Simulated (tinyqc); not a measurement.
# Monte Carlo simulation of one carrier in a uniform electric field, step by step

A worked calculation. Computed by tinyqc, a small Python program that keeps every step. Command: `OMP_NUM_THREADS=1 python tinyqc.py 3001988 3001989 out.jsonl mcfl walk`. One thread of a shared host (Intel(R) Xeon(R) Processor @ 2.30GHz), about 2 s of CPU time with the checks. Intermediate numbers are printed to about 6 digits and carried at full precision; extremes and crossings named in words are read from the listed rows.

The force e F acts along +z. Flights end at the constant total rate Gamma; the part of Gamma that the real rates do not fill is self-scattering, which leaves k unchanged. One valley, no impurities; equivalent final valleys enter only through Z_f in the optical rate.

Inputs (values chosen for the exercise, modelled on holes in silicon):
```
quantity                                             value       unit
effective mass m                                     0.488        m_0
density rho                                           2329     kg/m^3
sound velocity v_l                                    9030        m/s
acoustic deformation potential D_A                     5.5         eV
phonon energy hbar w                                  64.4        meV
optical or intervalley deformation potential D_o       9.4  1e8 eV/cm
final valleys Z_f                                        1          -
lattice temperature T                                  200          K
electric field F                                        11      kV/cm
energy E_max up to which Gamma must cover the rates    0.4         eV
seed of the random numbers                            5899          -
```

Crystal: non-polar. Band: parabolic.

starting wave vector (1/nm): 0.19  0.27  -0.16

Constants: k_B = 1.380649e-23 J/K; e = 1.602176634e-19 C; hbar = 1.054571817e-34 J s; m_0 = 9.1093837015e-31 kg; hbar = 6.582119569e-16 eV s; k_B = 8.617333262e-05 eV/K.

## Total rate Gamma

Parabolic band: E = hbar^2 k^2/(2 m), speed v = hbar k/m, states per spin, volume and energy g(E) = m k/(2 pi^2 hbar^2). Masses are multiplied by m_0 and all formulas are in SI units. Phonon occupation N_q = 1/(exp(hbar w/(k_B T)) - 1). Acoustic deformation potential (elastic, equipartition, absorption and emission together): 1/tau = 2 pi k_B T D_A^2 g(E)/(hbar rho v_l^2). Optical or intervalley deformation potential: 1/tau = (pi Z_f D_o^2/(rho w)) [N_q g(E + hbar w) + (N_q + 1) g(E - hbar w)], with g = 0 below the band edge. Gamma is 1.05 times the largest total rate on the grid E = (j + 1/2) E_max/400, j = 0..399.

largest total rate = 16.8976 1e12/s

energy of the largest rate = 399.5 meV

Gamma = 17.7424 1e12/s

## Flight 1

Random numbers (0.02 to 0.98, from up to 60 sets tried for early real events), one row a flight:
```
       r1      r2      r3      r4
1  0.4240  0.1650  0.9203  0.8485
2  0.2116  0.0321  0.7250  0.6706
3  0.5877  0.1671  0.4363  0.8384
4  0.2805  0.6523  0.3258  0.9776
5  0.0750  0.2215  0.2503  0.1131
6  0.2778  0.6716  0.8867  0.6089
7  0.1042  0.6005  0.5514  0.2613
```

Flight: t = -ln(r1)/Gamma; k_z grows by e F t/hbar; E follows from the band; dz = (E_end - E_start)/(e F). Use row 1 of the random numbers.

flight time t = 48.3599 fs

k at the end of the flight (1/nm): 0.190000  0.270000  -0.079181

energy at the end = 8.99950 meV

displacement dz = -1.37199 nm

## Scattering event 1

Choice: with cumulative rates in the order acoustic, absorption, emission, the process is the first whose sum exceeds r2 Gamma; if none, self-scattering. Final state: E' = E, E + hbar w or E - hbar w gives k'. Isotropic processes: cos(theta) = 1 - 2 r3 from the z axis, phi = 2 pi r4, k' (sin theta cos phi, sin theta sin phi, cos theta).

cumulative rates (1e12/s): acoustic 0.462490, absorption 0.612399, emission 0.612399

r2 Gamma = 2.92750 1e12/s

Process chosen: self-scattering

k after event 1, the start of the next flight (1/nm): 0.190000  0.270000  -0.079181

## Flight 2

Use row 2 of the random numbers.

flight time t = 87.5335 fs

k at the end of the flight (1/nm): 0.190000  0.270000  0.067104

energy at the end = 8.86156 meV

displacement dz = -0.125393 nm

## Scattering event 2

The formulas are those given above.

cumulative rates (1e12/s): acoustic 0.458932, absorption 0.608700, emission 0.608700

r2 Gamma = 0.569532 1e12/s

Process chosen: absorption

k after event 2, the start of the next flight (1/nm): -0.413890  -0.759633  -0.435912

## All printed flights

Drift estimate: sum dz / sum t.

Flights:
```
flight   t (fs)  E at the end (meV)  dz (nm)          process  k_x (1/nm)  k_y (1/nm)  k_z (1/nm)
1        48.360              8.9995  -1.3720  self-scattering    0.190000    0.270000   -0.079181
2        87.534              8.8616  -0.1254       absorption   -0.413890   -0.759633   -0.435912
3        29.959             70.0494  -2.9201         emission    0.140690   -0.226698    0.034270
4        71.646              7.4094   1.6000  self-scattering    0.140690   -0.226698    0.154005
5       145.993             17.9241   9.5588  self-scattering    0.140690   -0.226698    0.397988
6        72.192             26.5580   7.8490  self-scattering    0.140690   -0.226698    0.518634
7       127.460             47.3506  18.9024  self-scattering    0.140690   -0.226698    0.731644
```

drift estimate from these flights = 57434.8 m/s

5 of the 7 flights end in self-scattering. So few flights say little about the drift velocity: the estimate is noise at this length.

## Low-field mobility from the linear Boltzmann equation

On the grid E_j = (j + 1/2) hbar w/12 up to 20 k_B T + 2 hbar w, solve (sum of rates) l(E) = v(E); mu_0 = e sum g v l exp(-E/k_B T)/(3 k_B T sum g exp(-E/k_B T)).

low-field mobility mu_0 = 3182.95 cm^2/(V s)

## Long runs: velocity against field

Each row: 250 carriers from a thermal start, 1600 flights each, the first half discarded, random numbers not printed; the error is the standard error over ten groups; the mean energy is taken at the ends of flights, which sample time evenly. Fields at which more than 0.02 % of the events exceed Gamma are left out.

Monte Carlo results:
```
F (kV/cm)  drift velocity (1e5 m/s)  error (1e5 m/s)  mu_0 F (1e5 m/s)  mean energy (meV)  real events (%)
2.8                           0.498           0.0041           0.89123               37.3              8.2
5.5                           0.670           0.0071           1.75062               45.5             10.8
11.0                          0.848           0.0044           3.50125               62.2             16.8
```

At the lowest field the drift velocity is 0.56 +/- 0.00 of the ohmic value mu_0 F, at the highest 0.24 +/- 0.00. The mean energy goes from 37 to 62 meV against the parabolic-band thermal value 3 k_B T/2 = 26 meV: the carriers heat, more of them reach the emission threshold, where they lose momentum, and the curve bends below the ohmic line. Only 8 to 17 % of the events are real; the rest is the price of a constant Gamma. Where hbar w is several k_B T, energy relaxes slowly and the low-field energies may still be drifting.

Checks made by the program: energy gained in the printed flights against e F dz (relative difference 2e-10).
